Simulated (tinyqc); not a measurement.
Gain against bias and Miller's formula: avalanche multiplication and breakdown of a junction from ionisation integrals. Computed by tinyqc, a small Python program. Command: `OMP_NUM_THREADS=1 python tinyqc.py 3005177 3005178 out.jsonl impact walk`. One thread of a shared host (Intel(R) Xeon(R) Processor @ 2.30GHz), about 0.01 s of CPU time with the checks.

Ionisation coefficients follow the local field. Position x runs through the depletion layer from the p side (x = 0), where electrons enter, to the n side (x = w), where holes enter. The built-in voltage is neglected.

Inputs (values chosen for the exercise, modelled on GaAs): electron prefactor a_n = 196000 1/cm; electron field b_n = 589000 V/cm; hole prefactor a_p = 203000 1/cm; hole field b_p = 642000 V/cm; exponent c = 1.8; permittivity eps = 12.9; doping gradient a = 1.4e+19 1/cm^4.

Junction: linearly graded.

Constants: e = 1.602176634e-19 C; eps_0 = 8.8541878128e-12 F/m.

Method:
- alpha_n = a_n exp(-(b_n/F)^c), alpha_p = a_p exp(-(b_p/F)^c).
- Field F = F_m [1 - (2x/w - 1)^2], w = sqrt(8 eps eps_0 F_m/(e a)), V = (2/3) F_m w.
- With Phi(x) = int_0^x (alpha_n - alpha_p) dx': 1 - 1/M_n = I_n = int_0^w alpha_n exp(-Phi) dx and M_p = M_n exp(-Phi(w)); trapezoid rule on 401 even points; breakdown at I_n = 1.
- Solve I_n(F_m) = 1.
- Miller's exponent n is defined by 1 - 1/M = (V/V_B)^n for the larger M.

breakdown voltage = 199.004 V

critical field F_m = 0.279665 MV/cm

Gain:
```
V/V_B   V (V)  F_m (MV/cm)     M_n     M_p  Miller exponent n
0.50    99.50      0.17618   1.005   1.001             7.5440
0.60   119.40      0.19895   1.036   1.011             6.5705
0.70   139.30      0.22048   1.146   1.053             5.7838
0.80   159.20      0.24101   1.469   1.197             5.1140
0.90   179.10      0.26070   2.634   1.766             4.5312
0.95   189.05      0.27026   5.086   3.006             4.2683
0.98   195.02      0.27592  12.523   6.800             4.1192
0.99   197.01      0.27780  24.945  13.148             4.0709
```

What follows from these numbers?

The larger gain passes 2 between 0.800 and 0.900 of V_B and reaches 24.9 at 0.99. Miller's exponent runs from 4.1 to 7.5, so it is not a constant: a fit holds over a narrow range only. From the first row to the last the voltage grows by a factor 1.98 and the peak field by 1.58.

Extremes, crossings and ranges named in words are read from the listed rows.
